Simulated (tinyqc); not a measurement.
Exchange-only LDA atom on a uniform radial grid, spin-unpolarised, for He, step by step. Computed by tinyqc, a small Python program that keeps every step. Settings: Z = 2, points = 192, R = 8.3, functional = Slater exchange alone, mixing = 0.2, iteration cap = 61. Command: `OMP_NUM_THREADS=1 python tinyqc.py 24169 24170 out.jsonl` (the two numbers bound the seeds that draw the settings). One thread of a shared host (Intel(R) Xeon(R) Processor @ 2.60GHz), about 0.4 s of CPU time with the checks. Later iterations appear only in the table of the cycle.

## Iteration 1

Spherical atom on a uniform radial grid r_j = j h with h = R/(N + 1), h sum u^2 = 1 and integrals as h times sums, u(0) = u(R) = 0 (atomic units):
```
parameter           value
Z                       2
points N              192
R                8.300000
h                0.043005
mixing           0.200000
electrons in 1s         2
```

Three-point differences turn -u''/2 + [l(l+1)/2r^2 - Z/r + V] u = e u into a tridiagonal matrix (diagonal 1/h^2 + potential, off-diagonal -1/2h^2). D = sum f u^2; the Hartree potential y/r solves y'' = -D/r with y(0) = 0, y(R) = N_e; v_xc comes from rho = D/(4 pi r^2); E = sum f e - int D V + int D (V_H/2 + eps_xc); V(new) = V + mixing (V_H + v_xc - V).

eigenvalues (hartree): 1s -1.996315

Every 12th grid point:
```
r             V in     u(1s)         D       V_H       v_xc
0.516062  0.000000  1.039398  2.160695  2.875327  -0.851106
1.032124  0.000000  0.741509  1.099672  1.841863  -0.428075
1.548187  0.000000  0.396746  0.314815  1.280964  -0.215306
2.064249  0.000000  0.188693  0.071210  0.967577  -0.108291
2.580311  0.000000  0.084134  0.014157  0.774942  -0.054467
3.096373  0.000000  0.036013  0.002594  0.645897  -0.027395
3.612435  0.000000  0.014987  0.000449  0.553641  -0.013779
4.128497  0.000000  0.006110  0.000075  0.484437  -0.006930
4.644560  0.000000  0.002452  0.000012  0.430611  -0.003486
5.160622  0.000000  0.000972  1.89e-06  0.387550  -0.001753
5.676684  0.000000  0.000381  2.91e-07  0.352318  -0.000882
6.192746  0.000000  0.000148  4.40e-08  0.322959  -0.000443
6.708808  0.000000  0.000057  6.54e-09  0.298116  -0.000223
7.224870  0.000000  0.000022  9.35e-10  0.276822  -0.000111
7.740933  0.000000  0.000007  1.09e-10  0.258367  -0.000052
8.256995  0.000000  4.76e-07         0  0.242219   0.000000
```

total energy = -2.56530777 hartree

## Iteration 2

As before.

eigenvalues (hartree): 1s -1.642624

Every 12th grid point:
```
r             V in     u(1s)         D       V_H       v_xc
0.516062  0.404844  1.013852  2.055793  2.803889  -0.837103
1.032124  0.282758  0.754629  1.138931  1.823491  -0.433110
1.548187  0.213132  0.427568  0.365628  1.277142  -0.226317
2.064249  0.171857  0.217080  0.094248  0.966861  -0.118897
2.580311  0.144095  0.103861  0.021574  0.774815  -0.062678
3.096373  0.123701  0.047884  0.004586  0.645876  -0.033125
3.612435  0.107972  0.021525  0.000927  0.553637  -0.017540
4.128497  0.095501  0.009500  0.000181  0.484437  -0.009302
4.644560  0.085425  0.004135  0.000034  0.430611  -0.004939
5.160622  0.077159  0.001780  0.000006  0.387550  -0.002625
5.676684  0.070287  0.000760  1.15e-06  0.352318  -0.001396
6.192746  0.064503  0.000322  2.07e-07  0.322959  -0.000743
6.708808  0.059579  0.000135  3.64e-08  0.298116  -0.000395
7.224870  0.055342  0.000055  6.12e-09  0.276822  -0.000207
7.740933  0.051663  0.000020  8.11e-10  0.258367  -0.000101
8.256995  0.048444  1.34e-06         0  0.242219  -0.000016
```

total energy = -2.62196626 hartree

## Convergence

Stop when input and output potentials agree to 1e-7.

Course of the cycle (hartree):
```
iteration            E      e(1s)  largest |V(out) - V(in)|
1          -2.56530777  -1.996315                  2.44e+00
2          -2.62196626  -1.642624                  1.85e+00
3          -2.65906237  -1.373644                  1.39e+00
4          -2.68261969  -1.169242                  1.04e+00
5          -2.69713920  -1.013978                  7.78e-01
6          -2.70583913  -0.896047                  5.79e-01
7          -2.71091963  -0.806443                  4.30e-01
8          -2.71382042  -0.738313                  3.20e-01
9          -2.71544569  -0.686455                  2.38e-01
10         -2.71634275  -0.646926                  1.78e-01
11         -2.71683238  -0.616743                  1.34e-01
...                ...        ...                       ...
51         -2.71741078  -0.515216                  1.01e-05
52         -2.71741078  -0.515215                  8.03e-06
53         -2.71741078  -0.515213                  6.40e-06
54         -2.71741078  -0.515212                  5.10e-06
55         -2.71741078  -0.515211                  4.06e-06
56         -2.71741078  -0.515211                  3.24e-06
57         -2.71741078  -0.515210                  2.58e-06
58         -2.71741078  -0.515210                  2.06e-06
59         -2.71741078  -0.515209                  1.64e-06
60         -2.71741078  -0.515209                  1.31e-06
61         -2.71741078  -0.515209                  1.04e-06
```

Not converged within 61 iterations: the residual falls steadily but slowly, by a factor of about 0.80 a step. Reruns (cap 100 unless said): mixing 0.3: converged in 45; mixing 0.6: converged in 19; the original settings with a cap of 400: converged in 72. Even converged, this uniform grid resolves the cusp poorly and misses the energy of the atom.
